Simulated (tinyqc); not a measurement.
Inputs raised by 2 %, one at a time: size effects in the resistivity of thin metal films and interconnect lines. Computed by tinyqc, a small Python program. Command: `OMP_NUM_THREADS=1 python tinyqc.py 3015277 3015278 out.jsonl size sens`. One thread of a shared host (Intel(R) Xeon(R) Processor @ 2.30GHz), about 0.01 s of CPU time with the checks.

Electrons lose their drift at surfaces (a share 1 - p of the hits) and at grain boundaries (reflection R), besides bulk scattering. The line sits in a trench with a non-conducting liner on both walls and the bottom; the spacing equals the drawn width.

Inputs (values chosen for the exercise, modelled on tungsten):
```
quantity                          value         unit
bulk resistivity rho_b             5.34  microohm cm
bulk mean free path lambda         14.7           nm
specularity p                      0.28            -
grain-boundary reflection R        0.26            -
drawn line width w                   62           nm
grain size over metal width         1.1            -
aspect ratio (height over width)    2.3            -
liner thickness t                   1.1           nm
line length                         6.2   micrometre
permittivity of the dielectric k    3.9            -
```

Geometry: line.

Constants: eps_0 = 8.8541878128e-12 F/m.

Method:
- Metal width w_m = w - 2t, height h_m = (aspect ratio) w - t, grain size D = (ratio) w_m.
- Mayadas-Shatzkes: alpha = (lambda/D) R/(1 - R); rho_b/rho = 1 - 3 alpha/2 + 3 alpha^2 - 3 alpha^3 ln(1 + 1/alpha).
- Fuchs-Sondheimer film: rho_b/rho = 1 - (3/(2 kappa))(1 - p) int_0^1 (s - s^3)(1 - exp(-kappa/s))/(1 - p exp(-kappa/s)) ds, f = rho/rho_b, kappa = thickness/lambda, 80 Gauss-Legendre points.
- Line: the excess of a film of thickness w_m and of a film of thickness h_m are added, rho/rho_b = 1 + (f(w_m) - 1) + (f(h_m) - 1), an estimate that holds best when both sides exceed lambda.
- Total: rho = rho_b [1 + surface excess + grain excess]; resistance per length rho/(w_m h_m); capacitance per length C = 2 k eps_0 (aspect ratio + 1/2), a parallel-plate estimate for two neighbours plus a fixed term for the planes above and below; delay 0.38 R C L^2; effective resistivity per drawn area.

Runs; columns: (1) input moved; (2) from; (3) to; (4) resistivity rho (microohm cm); (5) resistance per length (ohm/micrometre); (6) RC delay (ps); (7) rho/rho_b from surfaces:
```
(1)                                    (2)     (3)     (4)     (5)       (6)     (7)
base run                                 -       -  6.4868  7.6661  0.021654  1.0998
bulk resistivity rho_b (microohm cm)  5.34  5.4468  6.6166  7.8194  0.022087  1.0998
bulk mean free path lambda (nm)       14.7  14.994  6.5101  7.6936  0.021732  1.1019
specularity p                         0.28  0.2856  6.4824  7.6609  0.021640  1.0990
grain size over metal width            1.1   1.122  6.4750  7.6521  0.021615  1.0998
aspect ratio (height over width)       2.3   2.346  6.4837  7.5110  0.021565  1.0992
liner thickness t (nm)                 1.1   1.122  6.4876  7.6738  0.021676  1.0999
line length (micrometre)               6.2   6.324  6.4868  7.6661  0.022529  1.0998
```

Exponents ln(y'/y) / ln(x'/x):
```
input                             resistivity rho  resistance per length  RC delay  rho/rho_b from surfaces
bulk resistivity rho_b                      1.000                  1.000     1.000                    0.000
bulk mean free path lambda                  0.181                  0.181     0.181                    0.096
specularity p                              -0.034                 -0.034    -0.034                   -0.038
grain size over metal width                -0.092                 -0.092    -0.092                    0.000
aspect ratio (height over width)           -0.024                 -1.032    -0.209                   -0.027
liner thickness t                           0.006                  0.051     0.051                    0.003
line length                                 0.000                  0.000     2.000                    0.000
```

Which inputs matter most for each result?

Among the inputs moved here: resistivity rho answers most in size to bulk resistivity rho_b (exponent +1.000), next to bulk mean free path lambda (+0.181); its exponent is below 0.0005 for line length. Its exponent +1.000 in bulk resistivity rho_b: everything scales with rho_b at fixed lambda. Resistance per length answers most in size to aspect ratio (height over width) (exponent -1.032), next to bulk resistivity rho_b (+1.000); its exponent is below 0.0005 for line length. RC delay answers most in size to line length (exponent +2.000), next to bulk resistivity rho_b (+1.000). Its exponent +2.000 in line length: a distributed RC line. rho/rho_b from surfaces answers most in size to bulk mean free path lambda (exponent +0.096), next to specularity p (-0.038); its exponent is below 0.0005 for bulk resistivity rho_b, grain size over metal width, line length.
